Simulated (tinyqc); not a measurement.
Rapid thermal processing of a wafer: radiative balance, ramp and cooling, pattern effects, pyrometer error and spike budget. Changing the pyrometer wavelength. Computed by tinyqc, a small Python program. Command: `OMP_NUM_THREADS=1 python tinyqc.py 3112710 3112711 out.jsonl rtp sweep`. One thread of a shared host (Intel(R) Xeon(R) Processor @ 2.30GHz), about 0.04 s of CPU time with the checks.

The wafer is opaque and uniform through its thickness unless said otherwise; temperatures in formulas are in kelvin (C + 273.15). sigma = 5.670374419e-12 W/(cm^2 K^4).

Inputs (values chosen for the exercise, modelled on a hot silicon wafer): process temperature = 1060 C; starting temperature = 450 C; error of the assumed emissivity = 7.8 %; activation energy of the process E_a = 4 eV.

Constants: h = 6.62607015e-34 J s; c = 299792458 m/s; k_B = 1.380649e-23 J/K; k_B = 8.617333262e-05 eV/K.

Method. Signal proportional to eps/(exp(c2/(lambda T)) - 1), c2 = h c/k_B. If the assumed emissivity is too high by the given error, the reading T' solves (1 + error)/(exp(c2/(lambda T')) - 1) = 1/(exp(c2/(lambda T)) - 1). Wien estimate: T' - T = -lambda T^2 ln(1 + error)/c2. Process rates go as exp(-E_a/(k_B T)).

One run for each value; columns: (1) pyrometer wavelength (micrometre); (2) reading less true temperature (K); (3) Wien estimate (K); (4) c2/(lambda T); (5) rate at T over rate at T', less 1 (%):
```
(1)       (2)      (3)     (4)     (5)
0.6    -5.544   -5.567  17.987   15.65
0.9    -8.298   -8.350  11.991   24.37
1.3   -11.950  -12.061   8.302   37.02
2.0   -18.222  -18.556   5.396   62.01
3.0   -26.558  -27.834   3.597  102.94
4.5   -37.026  -41.750   2.398  170.37
6.7   -48.298  -62.162   1.611  270.19
10.0  -59.265  -92.779   1.079  405.24
```

What does the table show, and why?

Over the rows, reading less true temperature (K) falls from -5.54 to -59.3 (exponent d ln y / d ln x 0.99 between the first rows and 0.51 between the last); Wien estimate (K) falls from -5.57 to -92.8 (exponent d ln y / d ln x about 1.0 throughout); c2/(lambda T) falls from 18.0 to 1.08 (exponent d ln y / d ln x about -1.0 throughout). At the low end the exponent of reading less true temperature is 0.99, close to 1: the Wien limit.

Caution (rows 1.30, 2.00, 3.00, 4.50, 6.70, 10.0): below about 600 C lightly doped silicon is partly transparent at this wavelength, so its emissivity is not yet the hot value early in the ramp.
